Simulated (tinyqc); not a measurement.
# Inputs raised by 2 %, one at a time

Model: decay of LO phonons and the hot-phonon bottleneck in the cooling of electrons. Computed by tinyqc, a small Python program. Command: `OMP_NUM_THREADS=1 python tinyqc.py 3000985 3000986 out.jsonl hotphonon sens`. One thread of a shared host (Intel(R) Xeon(R) Processor @ 2.30GHz), about 0.01 s of CPU time with the checks.

n(E, T) = 1/(exp(E/(k_B T)) - 1) is the Bose occupation. Electrons have a temperature T_e; the LO modes within their reach share one occupation N; the decay products stay at the lattice temperature.

Inputs (values chosen for the exercise, modelled on gallium oxide):
```
quantity                                             value    unit
LO energy hbar omega                                  44.6     meV
lifetime at T = 0, tau_0                               1.7      ps
share f of the energy in the softer product           0.34       -
lattice temperature T                                  250       K
electron mass m*                                     0.271     m_0
eps_inf                                               3.52       -
static dielectric constant eps_s                        10       -
electron density n                                 1.6e+17  1/cm^3
density of LO modes that the electrons reach, N_m  5.8e+18  1/cm^3
power supplied per electron P                         0.45      nW
```

Decay channel: two unequal phonons (Ridley).

Constants: k_B = 8.617333262e-05 eV/K; c = 299792458 m/s; e^2/(4 pi eps_0) = 14.39964548 eV angstrom; hbar^2/(2 m_0) = 3.80998212 eV angstrom^2; hbar = 6.582119569e-16 eV s; e = 1.602176634e-19 C.

Method:
- Decay rate 1/tau = (1/tau_0) [1 + n(f hbar omega) + n((1 - f) hbar omega)].
- Full width Gamma = 1/(2 pi c tau) in 1/cm, c in cm/s.
- Froehlich coupling alpha = (e^2/(4 pi eps_0)) (1/eps_inf - 1/eps_s) k_0/(2 hbar omega), k_0 = sqrt(m* hbar omega/(hbar^2/(2 m_0))); emission time tau_sp = hbar/(2 alpha hbar omega); bottleneck ratio r = (n/N_m) tau/tau_sp.
- Net emission per electron: [(N + 1) x - N]/tau_sp with x = exp(-hbar omega/(k_B T_e)), a simple two-level balance; steady state of the modes: n [(N + 1) x - N]/tau_sp = N_m (N - N_0)/tau; power per electron P = hbar omega [(N + 1) x - N]/tau_sp.
- With p = P tau_sp/(hbar omega): N = N_0 + r p and x = (p + N)/(N + 1); without hot phonons N = N_0. The mode temperature T_LO solves n(hbar omega, T_LO) = N.

Runs; columns: (1) input moved; (2) from; (3) to; (4) electron temperature T_e (K); (5) mode temperature T_LO (K); (6) Raman width Gamma (1/cm); (7) bottleneck ratio r:
```
(1)                                                             (2)        (3)    (4)    (5)    (6)    (7)
base run                                                          -          -  251.2  250.9  7.249  4.583
LO energy hbar omega (meV)                                     44.6     45.492  251.2  251.0  7.127  4.708
electron mass m* (m_0)                                        0.271    0.27642  251.2  250.9  7.249  4.628
eps_inf                                                        3.52     3.5904  251.2  250.9  7.249  4.444
static dielectric constant eps_s                                 10       10.2  251.2  250.9  7.249  4.632
electron density n (1/cm^3)                                 1.6e+17  1.632e+17  251.2  250.9  7.249  4.675
density of LO modes that the electrons reach, N_m (1/cm^3)  5.8e+18  5.916e+18  251.1  250.9  7.249  4.493
power supplied per electron P (nW)                             0.45      0.459  251.2  250.9  7.249  4.583
```

Exponents ln(y'/y) / ln(x'/x):
```
input                                              electron temperature T_e  mode temperature T_LO  Raman width Gamma  bottleneck ratio r
LO energy hbar omega                                                  0.006                  0.006             -0.855               1.355
electron mass m*                                                      0.000                  0.000              0.000               0.500
eps_inf                                                               0.001                  0.000              0.000              -1.552
static dielectric constant eps_s                                      0.000                  0.000              0.000               0.535
electron density n                                                    0.004                  0.004              0.000               1.000
density of LO modes that the electrons reach, N_m                    -0.004                 -0.004              0.000              -1.000
power supplied per electron P                                         0.005                  0.004              0.000               0.000
```

Which inputs matter most for each result?

Among the inputs moved here: electron temperature T_e answers most in size to LO energy hbar omega (exponent +0.006), next to power supplied per electron P (+0.005); its exponent is below 0.0005 for electron mass m*, static dielectric constant eps_s. Mode temperature T_LO answers most in size to LO energy hbar omega (exponent +0.006); its exponent is below 0.0005 for electron mass m*, eps_inf, static dielectric constant eps_s. Raman width Gamma answers most in size to LO energy hbar omega (exponent -0.855); its exponent is below 0.0005 for electron mass m*, eps_inf, static dielectric constant eps_s, electron density n, density of LO modes that the electrons reach, N_m, power supplied per electron P. bottleneck ratio r answers most in size to eps_inf (exponent -1.552), next to LO energy hbar omega (+1.355); its exponent is below 0.0005 for power supplied per electron P. Its exponent +0.500 in electron mass m*: alpha goes as sqrt(m*). Its exponent +1.000 in electron density n: r is proportional to n.

Caution (all rows): alpha is above 1/2, so hbar/tau_sp exceeds hbar omega and the emission time, a weak-coupling result, is only rough.
